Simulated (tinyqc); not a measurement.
Worked calculation: hydrogenic impurity: series, fields, screening, photoionisation and donor-acceptor pairs. Computed by tinyqc, a small Python program that keeps every step. Command: `OMP_NUM_THREADS=1 python tinyqc.py 3008859 3008860 out.jsonl hydrogenic walk`. One thread of a shared host (Intel(R) Xeon(R) Processor @ 2.30GHz), about 0.01 s of CPU time with the checks. Intermediate numbers are printed to about 6 digits and carried at full precision; extremes and crossings named in words are read from the listed rows.

One isotropic, parabolic band. Effective units: Ry* and a*, in which H = -nabla^2 - 2/r.

Inputs (values chosen for the exercise, modelled on GaP):
```
quantity                   value      unit
electron mass m            0.496       m_0
dielectric constant eps     10.7         -
donor density N            7e+17     cm^-3
gap E_g                     2.39        eV
acceptor depth E_A           118       meV
pair distance r             23.8  angstrom
rate prefactor W_0       5.6e+08       1/s
```

Parts treated: screening and pairs.

Constants: Ry = 13.605693123 eV; a_0 = 0.529177210903 angstrom; h x 1 THz = 4.135667696 meV; e^2/(4 pi eps_0) = 14.39964548 eV angstrom.

## Effective units and the series

Ry* = Ry m/eps^2, a* = a_0 eps/m; level n is bound by Ry*/n^2; <r> = (3/2) a* in 1s; lines 1s -> np at Ry* (1 - 1/n^2); 1 THz = 4.135667696 meV.

Ry* = 58.9433 meV

a* = 11.4157 angstrom

<r> of 1s = 17.1236 angstrom

Series:
```
n  binding (meV)  line from 1s (meV)  line (THz)
2        14.7358             44.2075     10.6893
3         6.5493             52.3941     12.6688
4         3.6840             55.2594     13.3617
5         2.3577             56.5856     13.6823
```

## Overlap of donors

Wigner-Seitz radius r_s = (3/(4 pi N))^(1/3); Mott criterion N_c^(1/3) a* = 0.26; overlap of two 1s orbitals at distance d: S = exp(-x)(1 + x + x^2/3), x = d/a*, with d = N^(-1/3).

r_s = 69.8668 angstrom

Mott density = 1.18144e+19 cm^-3

N over the Mott density = 0.0592499

overlap S = 0.00224876

The sample is on the insulating side, with isolated donors.

## Binding under screening

Thomas-Fermi screening by N free electrons of one valley, taken as a degenerate gas (the hypothesis that all donors are ionised): q a* = sqrt(4 k_F a*/pi), k_F = (3 pi^2 N)^(1/3). Screened potential -(2/r) exp(-q r). Basis exp(-zeta r), zeta_k = 0.02 x 1.6^k, k = 0..23: S = 2/s^3, T = zeta_i zeta_j S, V = -2/(s + q)^2 with s = zeta_i + zeta_j; overlap eigenvalues below 1e-11 are dropped.

q a* = 0.631868

screened binding energy = 11.1281 meV

Screening leaves 18.9 % of the binding. Caution: well below the Mott density the electrons are bound or non-degenerate, so this screening is formal: it serves to locate the transition, not to give the level.

## From screening to the Mott criterion

First order: 1 - 2 q a*. One exponent: the maximum over zeta of 8 zeta^3/(2 zeta + q)^2 - zeta^2 (golden section on 0.01 to 1.2).

Binding (Ry*):
```
N^(1/3) a*    N (cm^-3)      q a*  first order  one exponent     basis
0.0020      5.37750e+12  0.088758     0.822484      0.833667  0.833675
0.0061      1.52574e+14  0.155009     0.689982      0.722854  0.722918
0.0150      2.26863e+15  0.243073     0.513853      0.591155  0.591465
0.0300      1.81491e+16  0.343758     0.312484      0.460109  0.461091
0.0510      8.91663e+16  0.448205     0.103589      0.343854  0.346146
0.0760      2.95074e+17  0.547140    -0.094281      0.250442  0.254670
0.1000      6.72187e+17  0.627613    -0.255226      0.185493  0.191839
```

The binding falls from 0.834 to 0.192 Ry*. First order, a constant shift of the potential, overshoots and turns negative from q a* = 0.5. One exponent loses the state at q a* = 1 (N^(1/3) a* = 0.254, the classic form of the Mott criterion); the full basis keeps it to 1.19. The dilute rows are formal, since there the electrons are bound or non-degenerate.

## A donor-acceptor pair

No-phonon line h nu(r) = E_g - Ry* - E_A + e^2/(4 pi eps_0 eps r); rate W(r) = W_0 exp(-2 r/a*), the donor being the shallower centre; lifetime 1/W; zero field.

Coulomb term = 56.5446 meV

photon energy = 2.26960 eV

rate W = 8.65595e+06 1/s

lifetime = 1.15527e-07 s

## The pair band in time

At delay t after a pulse the emission comes mostly from pairs with W(r) t = 1, so r = (a*/2) ln(W_0 t).

Dominant pairs:
```
delay (s)  r (angstrom)  Coulomb term (meV)  photon energy (eV)
1.00e-06         36.119             37.2591             2.25032
1.00e-05         49.262             27.3186             2.24038
1.00e-04         62.405             21.5651             2.23462
1.00e-03         75.547             17.8135             2.23087
1.00e-02         88.690             15.1737             2.22823
1.00e-01        101.833             13.2154             2.22627
1.00e+00        114.976             11.7047             2.22476
```

Over six decades of delay the band moves down by 25.55 meV, since close pairs, which emit at higher energy, decay first; the shift per decade shrinks from 9.94 to 1.51 meV. At the donor density N = 7e+17 cm^-3 pairs as wide as in the last rows are rare, so those rows are formal.

Checks made by the program: the bound state at q = 0 (relative difference 8e-07).
